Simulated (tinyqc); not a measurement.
Band-to-band tunnelling across a p-n junction in a two-band chain: one step. WKB for the same field. Four cases, with inputs chosen for the exercise.

Task: T = exp(-2 I/F), I = integral of q de across the gap. Continuum: q = sqrt(Eg^2/4 - e^2)/(t a), I = pi Eg^2/(8 t a). Lattice: q from the cosh formula, 12 Gauss-Legendre points in u with e = (Eg/2) sin(u), u from -pi/2 to pi/2. F in V/angstrom is the value in MV/cm over 100.

Sites alternate A at -Eg/2 and C at +Eg/2 with hopping -t; near the edges, with k counted from the zone boundary pi/a, E^2 = (Eg/2)^2 + (t a k)^2, so t = sqrt(c Eg/m)/a gives the mass m, c = hbar^2/2m0. In the gap cosh(q a) = 1 + (Eg^2/4 - e^2)/(2 t^2), e the energy from the local mid-gap. The potential is V0 = Eg + ov on the p side (left), 0 on the n side, and falls linearly over the 2N sites of the junction, V_j = V0 (1 - j/(2N + 1)), j = 1 to 2N, site 1 being A. E = Eg/2 + x ov. A half chain that ends on a site of level e1 with neighbour e2 has g = (1 + z)/(E - e1), z = exp(-/+ i k a) the root with Im g < 0, cos(k a) = (E - e1)(E - e2)/(2 t^2) - 1. S_L = t^2 g (ending on C, shifted by V0), S_R = t^2 g (starting on A). T = 4 Im(S_L) Im(S_R) |G_(1,2N)|^2.

Constants: hbar^2/2m0 = 3.80998211 eV angstrom^2.

Case 1.

Values chosen (gap and mass near those of Ge (direct gap); the results hold for these values, not for the real material): Eg = 0.82 eV (gap); m = 0.0416 m0 (mass of electron and light hole); a = 6 angstrom (period (two sites)); ov = 0.13 eV (overlap: top of the valence band on the p side above the conduction edge on the n side).

F = 4.52381 MV/cm

Case 2.

Values chosen (gap and mass near those of GaAs; the results hold for these values, not for the real material): Eg = 1.476 eV (gap); m = 0.0723 m0 (mass of electron and light hole); a = 4 angstrom (period (two sites)); ov = 0.13 eV (overlap: top of the valence band on the p side above the conduction edge on the n side).

F = 7.30000 MV/cm

Case 3.

Values chosen (gap and mass near those of InGaAs; the results hold for these values, not for the real material): Eg = 0.771 eV (gap); m = 0.0443 m0 (mass of electron and light hole); a = 6 angstrom (period (two sites)); ov = 0.31 eV (overlap: top of the valence band on the p side above the conduction edge on the n side).

F = 3.27576 MV/cm

Case 4.

Values chosen (gap and mass near those of InSb; the results hold for these values, not for the real material): Eg = 0.175 eV (gap); m = 0.014 m0 (mass of electron and light hole); a = 4 angstrom (period (two sites)); ov = 0.41 eV (overlap: top of the valence band on the p side above the conduction edge on the n side).

F = 3.25000 MV/cm

Give: I; T by WKB.

Result:

Case 1.

I (eV/angstrom): continuum 0.030470, lattice 0.030393

T by WKB: continuum 0.2600, lattice 0.2609

The chain gives 0.1782, 0.683 times the lattice WKB value; the exponent is only 1.34, and reflections at the two kinks of the potential count.

Case 2.

I (eV/angstrom): continuum 0.097006, lattice 0.096670

T by WKB: continuum 0.0701, lattice 0.0708

The chain gives 0.0512, 0.723 times the lattice WKB value; the exponent is only 2.65, and reflections at the two kinks of the potential count.

Case 3.

I (eV/angstrom): continuum 0.028667, lattice 0.028595

T by WKB: continuum 0.1737, lattice 0.1745

The chain gives 0.2225, 1.275 times the lattice WKB value; the exponent is only 1.75, and reflections at the two kinks of the potential count.

Case 4.

I (eV/angstrom): continuum 0.001743, lattice 0.001743

T by WKB: continuum 0.8983, lattice 0.8983

The chain gives 0.8918, 0.993 times the lattice WKB value; the exponent is only 0.11, and reflections at the two kinks of the potential count.

Computed by tinyqc, one run a case: `OMP_NUM_THREADS=1 python tinyqc.py N N+1 out.jsonl` with N = 1481179, 1481282, 1481312, 1481533; one thread of a shared Intel(R) Xeon(R) Processor @ 2.30GHz, about 0.01 s a run at most.
